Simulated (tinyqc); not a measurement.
Bias-temperature instability from a Gaussian distribution of capture and emission barriers. From log10 of the lifetime in s back to oxide field F. Computed by tinyqc, a small Python program. Command: `OMP_NUM_THREADS=1 python tinyqc.py 3012439 3012440 out.jsonl bti inv`. One thread of a shared host (Intel(R) Xeon(R) Processor @ 2.30GHz), about 0.05 s of CPU time with the checks.

Each trap has a capture time tau_0 exp(E_c/(k_B T)) under stress and an emission time tau_0 exp(E_e/(k_B T)) after it. E_c is Gaussian, and E_e = E_c + d with d Gaussian and independent. A trap counts as filled once t_s exceeds its capture time and as emptied once t_r exceeds its emission time.

Inputs (values chosen for the exercise, for a model p-channel transistor):

| quantity | value | unit |
|---|---|---|
| shift with all traps filled V_max | 250 | mV |
| mean capture barrier at zero field mu_c | 1.79 | eV |
| spread of capture barriers sigma_c | 0.27 | eV |
| lowering of mu_c per field k_F | 0.048 | eV/(MV/cm) |
| time constant tau_0 | 9e-10 | s |
| temperature T | 85 | C |
| stress time t_s | 100 | s |
| failure criterion | 20 | mV |

Constants: k_B = 8.617333262e-05 eV/K.

Method:
- Demarcation energies E_s = k_B T ln(t_s/tau_0), E_r = k_B T ln(t_r/tau_0); mean barrier mu = mu_c - k_F F; z = (E_s - mu)/sigma_c; Phi is the standard normal distribution.
- Temperatures in kelvin are T(C) + 273.15.
- Shift without recovery dV0 = V_max Phi(z); local time exponent n = d ln dV0/d ln t_s = (k_B T/sigma_c) exp(-z^2/2)/(sqrt(2 pi) Phi(z)); apparent activation energy n E_s.
- Solve V_max Phi(z) = criterion for t_s; the power-law extrapolation from the stress point is t_s (criterion/dV0)^(1/n); 1 year = 3.15576e7 s.

Problem. A run gave the result below. Find the oxide field F, known to lie between 2.4 and 6 MV/cm.

log10 of the lifetime in s = 8.265225

Solution.

Each step takes the trial c = (a f_b - b f_a)/(f_b - f_a), f being the result less the target and a, b, c the logarithms of the listed values; c replaces end b, the old b replaces a if the sign of f changed, and otherwise f_a is halved.

Scan of the range:

| oxide field F (MV/cm) | log10 of the lifetime in s |
|---|---|
| 2.40 | 9.18315 |
| 2.80 | 8.91297 |
| 3.26 | 8.60227 |
| 3.79 | 8.24429 |
| 4.42 | 7.81876 |
| 5.15 | 7.32569 |
| 6.00 | 6.75156 |

False position (Illinois rule, in the logarithm of the input) inside the bracket:

| step | end a | end b | trial | log10 of the lifetime in s |
|---|---|---|---|---|
| 1 | 3.26000 | 3.79000 | 3.75675 | 8.26674 |
| 2 | 3.79000 | 3.75675 | 3.75899 | 8.26523 |
| 3 | 3.79000 | 3.75899 | 3.75901 | 8.26522 |
| 4 | 3.75899 | 3.75901 | 3.75900 | 8.26523 |

log10 of the lifetime in s falls at every point of a 13-point scan of the range (every second point is shown), so one value fits; it is bracketed by 3.26 and 3.79. The scan shows a straight line, so linear interpolation between any two rows gives the answer at once. Answer: oxide field F = 3.759 MV/cm.
